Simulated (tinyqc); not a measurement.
What moves the results: shallow donor in an anisotropic valley (effective-mass theory). A value that a table varies takes the place of the one given here.

One valley: H = -c [(d2/dx2 + d2/dy2)/mt + (d2/dz2)/ml] - q/(eps r), c = hbar^2/2m0, q = e^2/(4 pi eps0). Trial function exp(-sqrt((x^2 + y^2)/a^2 + z^2/b^2)) with a > b: T = (c/3)(2/(mt a^2) + 1/(ml b^2)), V = -(q/eps) atan(u/b)/u, u = sqrt(a^2 - b^2). The central cell of the impurity is left out.

Constants: hbar^2/2m0 = 3.80998211 eV angstrom^2; e^2/(4 pi eps0) = 14.39964547 eV angstrom; Ry = 13.60569312 eV; a0 (Bohr radius) = 0.5291772105 angstrom.

Parameters, chosen for this exercise (near those of Ge; not measured data):
```
symbol  value                                 unit  meaning
mt      0.082                                 m0    transverse mass
eps     15.8                                        dielectric constant
xs      (1.6, 1.8, 3.5, 7, 7.6, 25, 39, 100)        ratios ml/mt
ml      1.546                                 m0    longitudinal mass
```

## Mass anisotropy

mt and eps fixed, ml varied. Energies in units of Ry*(mt) = Ry mt/eps^2 and lengths in a*(mt) = a0 eps/mt; the last two columns use one mass, 3/(1/ml + 2/mt) or (ml mt^2)^(1/3).

Results:
```
ml/mt,a/a*,b/a,binding,conductivity mass,density-of-states mass
1.60,0.908,0.846,1.162,1.143,1.170
1.80,0.888,0.811,1.203,1.174,1.216
3.50,0.788,0.642,1.446,1.312,1.518
7.00,0.708,0.504,1.706,1.400,1.913
7.60,0.699,0.490,1.737,1.407,1.966
25.0,0.605,0.325,2.167,1.471,2.924
39.0,0.579,0.279,2.317,1.481,3.391
100,0.536,0.203,2.605,1.493,4.642
```

The binding grows from 1.16 to 2.60 Ry*(mt); for ml going to infinity the exact problem becomes two-dimensional, with 4 Ry*. The conductivity mass saturates at 1.5 and underbinds, by 18 % at ml/mt = 7; the density-of-states mass errs by +12 % there and by +78 % in the last row. With these mt and eps one unit is 4.47 meV.

## What each parameter does

The minimum of the trial energy. Each row changes one parameter from the base and keeps the others.

Results:
```
case,E (meV),a (angstrom),b (angstrom),b/a
base,-9.25,63.58,22.77,0.358
ml = 1.237 m0,-8.89,65.25,25.23,0.387
mt = 0.074 m0,-8.49,69.66,24.08,0.346
eps = 14.2,-11.45,57.15,20.47,0.358
```

The largest shifts from the base row, up to three for each result and ties (the steps differ in size, so this ranks the rows, not the parameters). E (meV): eps -2.20, mt +0.76, ml +0.36. a (angstrom): eps -6.44, mt +6.08, ml +1.66. b (angstrom): ml +2.46, eps -2.31, mt +1.31. b/a: ml +0.029, mt -0.012; unchanged at the printed digits by eps. eps only rescales the solution (E as 1/eps^2, lengths as eps), so b/a depends on ml/mt alone.

Computed by tinyqc, a small Python program: `OMP_NUM_THREADS=1 python tinyqc.py 1250272 1250273 out.jsonl` (the numbers bound the seed that draws the inputs); one thread of a shared host (Intel(R) Xeon(R) Processor @ 2.30GHz), about 0.01 s for the whole set of steps.
